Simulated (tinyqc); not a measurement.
# MOSFET in the linear regime without short-channel effects, parameter extraction from computed curves, step by step

tinyqc, about 0.01 s, one thread, Intel Xeon 2.30GHz (shared host): `OMP_NUM_THREADS=1 python tinyqc.py 2210079 2210080 out.jsonl` Printed values are rounded.

Inversion charge Q = Cox n Vt W0(exp((Vg - VT)/(n Vt))), W0 the Lambert function and n = nf; u = Q/Cox; mobility mu = mu0/(1 + th1 u + th2 u^2); channel resistance Rch = (L - dL)/(W mu Q); Id = Vd/(Rch + Rsd/W). Cox = eps0 eox/tox. Small Vd, no channel-length or drain effects.

Parameters, values chosen for the exercise; channel values of the order met in silicon transistors:

| symbol | value | unit | meaning |
|---|---|---|---|
| T | 300 | K | temperature |
| eox | 3.9 |  | relative permittivity of the gate insulator (close to silicon dioxide) |
| tox | 2.6 | nm | insulator thickness |
| mu0 | 210 | cm^2/(V s) | low-field mobility |
| th1 | 0.77 | 1/V | first mobility attenuation factor |
| th2 | 0.18 | 1/V^2 | second mobility attenuation factor |
| VT | 0.43 | V | threshold voltage |
| nf | 1.37 |  | body factor |
| W | 1 | um | gate width |
| L | 0.068 | um | drawn gate length |
| dL | 0.007 | um | drawn less effective length |
| Rsd | 440 | ohm um | source plus drain resistance |
| Vd | 0.05 | V | drain voltage |

Constants: q = 1.602176634e-19 C, kB = 1.380649e-23 J/K, Vt = kB T/q, eps0 = 8.8541878128e-14 F/cm where lengths are in cm. Results are converted to the units shown.

## Transfer curve

| point | Vg (V) |
|---|---|
| 0 | 0.13 |
| 1 | 0.28 |
| 2 | 0.43 |
| 3 | 0.58 |
| 4 | 0.73 |
| 5 | 0.88 |
| 6 | 1.03 |
| 7 | 1.18 |
| 8 | 1.33 |

u, mu, Rch and Id as defined.

| point | u (V) | mu (cm^2/(V s)) | Rch (ohm) | Id (uA) |
|---|---|---|---|---|
| 0 | 7.42085e-6 | 209.999 | 2.94727e7 | 0.00169646 |
| 1 | 5.05454e-4 | 209.918 | 4.32870e5 | 0.115391 |
| 2 | 0.0200866 | 206.787 | 11057.6 | 4.34874 |
| 3 | 0.109896 | 193.229 | 2162.90 | 19.2093 |
| 4 | 0.233243 | 176.561 | 1115.29 | 32.1484 |
| 5 | 0.367172 | 160.675 | 778.526 | 41.0332 |
| 6 | 0.505826 | 146.286 | 620.705 | 47.1385 |
| 7 | 0.647102 | 133.448 | 531.868 | 51.4473 |
| 8 | 0.790034 | 122.045 | 476.347 | 54.5645 |

## Threshold and mobility at the peak transconductance

gm_i = (Id_(i+1) - Id_(i-1))/(Vg_(i+1) - Vg_(i-1)); at the point j of largest gm the tangent meets the axis at V_ext = Vg_j - Id_j/gm_j; field-effect mobility gm_j L/(W Cox Vd) with the drawn L.

| point | gm (uS) |
|---|---|
| 1 | 14.4902 |
| 2 | 63.6465 |
| 3 | 92.6656 |
| 4 | 72.7462 |
| 5 | 49.9668 |
| 6 | 34.7138 |
| 7 | 24.7534 |

j = 3
V_ext = 0.372702 V
field-effect mobility = 94.8893 cm^2/(V s)

V_ext is 57 mV below the model VT, and the mobility so found is 59 % below mu0 L/(L - dL) = 234 cm^2/(V s), the value for the drawn L; attenuation, series resistance and the slow approach of Q to a straight line all lower the peak gm.

## The Y function

Y_i = Id_i/sqrt(gm_i). For Id = beta Vd x/(1 + th x), x = Vg - VT, Y = sqrt(beta Vd) x whatever th. Slope s from points 4 and 7; VT_Y = Vg - Y/s at point 7; beta = s^2/Vd; mobility beta L/(W Cox) with the drawn L; th* = (beta Vd x/Id - 1)/x at point 7.

| point | Y (uA^0.5 V^0.5) |
|---|---|
| 1 | 0.0303134 |
| 2 | 0.545100 |
| 3 | 1.99551 |
| 4 | 3.76925 |
| 5 | 5.80489 |
| 6 | 8.00064 |
| 7 | 10.3406 |

s = 14.6030 uA^0.5 V^-0.5
VT_Y = 0.471885 V
beta = 4264.95 uA/V^2
mobility from Y = 218.365 cm^2/(V s)
th* = 2.73277 1/V

The mobility from Y is 6.7 % below mu0 L/(L - dL) = 234 cm^2/(V s), which it should reach in deep inversion when th2 = 0. th* compares with th1 + mu0 Cox Rsd/(L - dL) = 2.78 1/V, since series resistance enters like th1.
